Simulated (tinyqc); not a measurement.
Equilibrium and kinetic segregation of a solute to boundaries and growing surfaces: one step, computed by the program tinyqc. Command: `OMP_NUM_THREADS=1 python tinyqc.py 3020686 3020687 out.jsonl segreg walk`. One thread of a shared host (Intel(R) Xeon(R) Processor @ 2.30GHz), about 0.01 s of CPU time with the checks.

Question. Boundary energy. Gibbs adsorption for this isotherm in a dilute matrix: gamma = gamma_0 + Gam_0 [k_B T ln(1 - theta) + z w theta^2/2], Gam_0 = delta/Omega sites per area.

Inputs (values chosen for the exercise, for a model alloy):

| quantity | value | unit |
|---|---|---|
| interaction z w (positive attracts) | -0.069 | eV |
| temperature T | 1075 | K |
| boundary thickness delta | 0.75 | nm |
| atomic volume Omega | 11.1 | angstrom^3 |
| clean boundary energy gamma_0 | 0.58 | J/m^2 |

Isotherm: Fowler-Guggenheim.

coverage theta = 0.02224602

Constants: 1 eV/angstrom^2 = 16.02176634 J/m^2; k_B = 8.617333262e-05 eV/K.

Give: Gam_0; boundary energy gamma.

Answer.

Gam_0 = 67.57 1/nm^2

boundary energy gamma = 0.5573 J/m^2

Segregation lowers gamma by 3.9 %, and the driving force of grain growth with it.
